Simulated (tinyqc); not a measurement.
Inside a calculation. Model: hexagonal on-chip spiral inductor, lumped pi model.

Computed by the program tinyqc: `OMP_NUM_THREADS=1 python tinyqc.py 2302049 2302050 out.jsonl`, one thread of a shared Intel Xeon 2.30GHz, about 0.01 s for the whole run. Printed values are rounded.

Outer diameter do = di + 2 n wd + 2 (n - 1) sp, mean da = (do + di)/2, fill p = (do - di)/(do + di), length l = 3.464 n da. L = 2.33 mu0 n^2 da/(1 + 3.82 p), mu0 = 4 pi 1e-7 H/m. Rs = rho l/(wd delta (1 - exp(-th/delta))), delta = sqrt(rho/(pi f mu0)). Cs = n wd^2 eps0 eo/hu across the coil. At each end Cox = l wd eps0 eo/(2 ho) leads to the substrate branch Rsi = 2 rs he/(l wd) in parallel with Csi = l wd eps0 11.7/(2 he). With one end grounded Y = 1/(Rs + i w L) + i w Cs + 1/[1/(i w Cox) + 1/(1/Rsi + i w Csi)], w = 2 pi f; Q = -Im Y/Re Y. Eddy currents in neighbouring turns and in the substrate are left out.

Inputs (values chosen for the exercise); values of the order met in silicon radio-frequency processes: number of turns n = 1.5; line width wd = 6 um; space between turns sp = 2 um; inner diameter di = 40 um; metal thickness th = 3 um; metal resistivity rho = 1.9 uohm cm; oxide below the coil ho = 8.1 um; oxide between coil and underpass hu = 1 um; relative permittivity of the oxide eo = 3; substrate resistivity rs = 10 ohm cm; effective spreading depth in the substrate he = 80 um; frequency f = 2.3 GHz.

Constants: eps0 = 8.8541878128e-12 F/m. Results are converted to the units shown.

## Geometry and model elements

do, l, L, delta, Rs, Cs, Cox, Rsi and Csi as defined.

do = 60 um
l = 259.8 um
L = 0.186732 nH
delta = 1.44655 um
Rs = 0.650497 ohm
Cs = 1.43438 fF
Cox = 2.55591 fF
Rsi = 10264.3 ohm
Csi = 1.00926 fF

Rs is 2.37 times the direct-current value in this empirical form, which overstates the skin effect of a flat slab when delta is near th and so stands in for some current crowding.

## Admittance, quality factor and apparent inductance

Series branch 1/(Rs + i w L), substrate branch, total Y, Q = -Im Y/Re Y, apparent inductance Im(1/Y)/w, metal-only value w L/Rs, share of the loss in the substrate Re(substrate branch)/Re Y.

series branch = 84.423-350.221i mS
substrate branch = 0.0109431+0.0311492i mS
Y = 84.434-350.169i mS
Q = 4.14726
apparent inductance = 0.186754 nH
w L/Rs = 4.14842
share of the loss in the substrate = 0.0129605 %

Q is 100 % of the metal-only value.
